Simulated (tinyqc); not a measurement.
Optical gain and spontaneous emission in a bulk direct-gap semiconductor: sweeps and comparisons. A value that a table varies takes the place of the one given here.

Parabolic bands, vertical transitions, no excitons. For each hole band j: mr = me mj/(me + mj); joint density of states J_j(E) = (mr/c)^(3/2) sqrt(E - Eg)/(2 pi^2), both spins, c = hbar^2/2m0; averaged matrix element |e.p|^2 = m0 Ep/6; alpha_j(E) = 4 pi^2 alpha_f c Ep J_j/(3 nr E) in 1/angstrom (alpha_f the fine-structure constant, listed as alpha among the constants), times 1e8 for 1/cm.

F_j(eta) = (1/Gamma(j + 1)) integral_0^infinity x^j dx/(1 + exp(x - eta)), which tends to exp(eta) for eta << 0.

Quasi-Fermi levels: n = Nc F_1/2(Fc/kT) and p = Nv F_1/2(Fv/kT), Fc counted up from the conduction edge and Fv down from the valence edge; Nc, Nv from N = 2 (m kB T/(4 pi c))^(3/2) with c = hbar^2/2m0, in 1/angstrom^3; times 1e24 for 1/cm^3, with me and (mhh^(3/2) + mlh^(3/2))^(2/3).

For band j the electron sits at Ee = (E - Eg) mr/me above its edge and the hole at Eh = (E - Eg) mr/mj; fe = 1/(1 + exp((Ee - Fc)/kT)), fh = 1/(1 + exp((Eh - Fv)/kT)); gain g = sum_j alpha_j (fe + fh - 1).

Spontaneous rate: R = integral of (nr E/(hbar c))^2/(pi^2 hbar) sum_j alpha_j fe fh dE, with alpha in 1/cm and (nr E/(hbar c))^2 in 1/cm^2 (1e16 per 1/angstrom^2); B = R/(n p); lifetime n/R.

Constants: hbar^2/2m0 = 3.80998211 eV angstrom^2; fine-structure constant alpha = 0.007297352564; kB = 8.617333262e-05 eV/K; hbar = 6.58211957e-16 eV s; hbar c = 1973.269805 eV angstrom.

Inputs chosen for the exercise (near those of GaAs; shifted at random, so the results belong to these values and not to a real crystal): Eg = 1.385 eV (direct gap); me = 0.0649 m0 (electron mass); mhh = 0.503 m0 (heavy-hole mass); mlh = 0.0836 m0 (light-hole mass); Ep = 25.7 eV (Kane energy); nr = 3.55 (refractive index); T = 200 K; n = 1.3e+18 1/cm^3 (injected density, n = p).

## Peak gain against injection

The peak is the largest g over E; a dash marks no gain.

Gain:

| n (1/cm^3) | Fc (eV) | Fv (eV) | peak gain (1/cm) | peak E - Eg (eV) | B (cm^3/s) |
|---|---|---|---|---|---|
| 3.2e+17 | 0.0145 | -0.0477 | - | - | 4.00e-10 |
| 5.2e+17 | 0.0280 | -0.0391 | - | - | 3.75e-10 |
| 7.5e+17 | 0.0401 | -0.0325 | 40 | 0.0026 | 3.51e-10 |
| 9.1e+17 | 0.0473 | -0.0290 | 145 | 0.0067 | 3.36e-10 |
| 1.2e+18 | 0.0591 | -0.0239 | 366 | 0.0136 | 3.12e-10 |
| 1.5e+18 | 0.0700 | -0.0197 | 595 | 0.0203 | 2.92e-10 |
| 1.9e+18 | 0.0831 | -0.0151 | 882 | 0.0284 | 2.69e-10 |
| 2.6e+18 | 0.1038 | -0.0089 | 1328 | 0.0406 | 2.38e-10 |

transparency density (Fc + Fv = 0) = 6.50e+17 1/cm^3

Gain starts at 6.50e+17 1/cm^3, where Fc = -Fv = 0.0351 eV: with Nv/Nc = 23 the electrons must be degenerate before the holes are. The slope of peak gain against n is 6.60e-16 cm^2 between the first two rows with gain and 6.37e-16 between the last two; the peak moves from 0.0026 to 0.0406 eV above the gap as the bands fill, and B falls by a factor 1.68. Line broadening and gap shrinkage are left out.

## Gain spectrum

At the density n.

Spectrum:

| E - Eg (eV) | alpha, empty (1/cm) | fe, heavy | fh, heavy | g (1/cm) |
|---|---|---|---|---|
| 0.005 | 1906 | 0.967 | 0.209 | 328 |
| 0.010 | 2686 | 0.958 | 0.203 | 414 |
| 0.020 | 3771 | 0.932 | 0.193 | 431 |
| 0.030 | 4586 | 0.891 | 0.183 | 299 |
| 0.045 | 5558 | 0.791 | 0.168 | -189 |
| 0.060 | 6351 | 0.637 | 0.155 | -1091 |
| 0.080 | 7234 | 0.386 | 0.138 | -2840 |
| 0.100 | 7979 | 0.183 | 0.123 | -4705 |
| 0.130 | 8917 | 0.046 | 0.103 | -6942 |
| 0.170 | 9935 | 0.006 | 0.081 | -8915 |
| 0.220 | 10950 | 0.000 | 0.060 | -10405 |

Fc + Fv = 0.0404 eV

g is positive below E - Eg = 0.0404 eV; the largest value listed is 431 1/cm at 0.020 eV. At 0.220 eV above the gap g is -0.95 times the absorption of the empty crystal, whose limit is -1.

## Transparency density and B against temperature

Eg is held fixed; B is taken at n = 1e15 1/cm^3.

Results:

| T (K) | transparency density (1/cm^3) | Fc/kT there | B (cm^3/s) |
|---|---|---|---|
| 100 | 2.30e+17 | 2.036 | 1.26e-09 |
| 150 | 4.22e+17 | 2.036 | 6.88e-10 |
| 200 | 6.50e+17 | 2.036 | 4.49e-10 |
| 250 | 9.08e+17 | 2.036 | 3.23e-10 |
| 300 | 1.19e+18 | 2.036 | 2.47e-10 |
| 350 | 1.50e+18 | 2.036 | 1.97e-10 |
| 400 | 1.84e+18 | 2.036 | 1.62e-10 |
| 500 | 2.57e+18 | 2.036 | 1.17e-10 |

Fc/kT at transparency stays at 2.036, since it depends on Nv/Nc alone, so the density goes as T^1.50. B goes as T^-1.48, against T^-1.5 for non-degenerate carriers: hot carriers spread over k and fewer pairs share a wave vector.

## What moves transparency and gain

Transparency is Fc + Fv = 0; the peak is the largest g over E at the density n (0 if none). Each row changes one parameter from the base and keeps the others.

Results:

| case | transparency density (1/cm^3) | Fc + Fv (eV) | peak gain (1/cm) |
|---|---|---|---|
| base | 6.50e+17 | 0.0404 | 444 |
| me = 0.0746 m0 | 7.44e+17 | 0.0310 | 403 |
| mhh = 0.302 m0 | 5.04e+17 | 0.0539 | 866 |
| Ep = 28.3 eV | 6.50e+17 | 0.0404 | 488 |
| T = 240 K | 8.54e+17 | 0.0279 | 223 |
| n = 1.69e+18 1/cm^3 | 6.50e+17 | 0.0590 | 735 |
| nr = 3.73 | 6.50e+17 | 0.0404 | 422 |

The largest shifts from the base row, up to three for each result and ties (the steps differ in size, so this ranks the rows, not the parameters). transparency density (1/cm^3): T +2.04e+17, mhh -1.45e+17, me +9.39e+16; unchanged at the printed digits by Ep, n and nr. Fc + Fv (eV): n +0.0185, mhh +0.0135, T -0.0126; unchanged at the printed digits by Ep and nr. peak gain (1/cm): mhh +423, n +291, T -220.

(tinyqc, `OMP_NUM_THREADS=1 python tinyqc.py 1680175 1680176 out.jsonl`, Intel(R) Xeon(R) Processor @ 2.30GHz, 1 thread, shared host, about 0.09 s.)
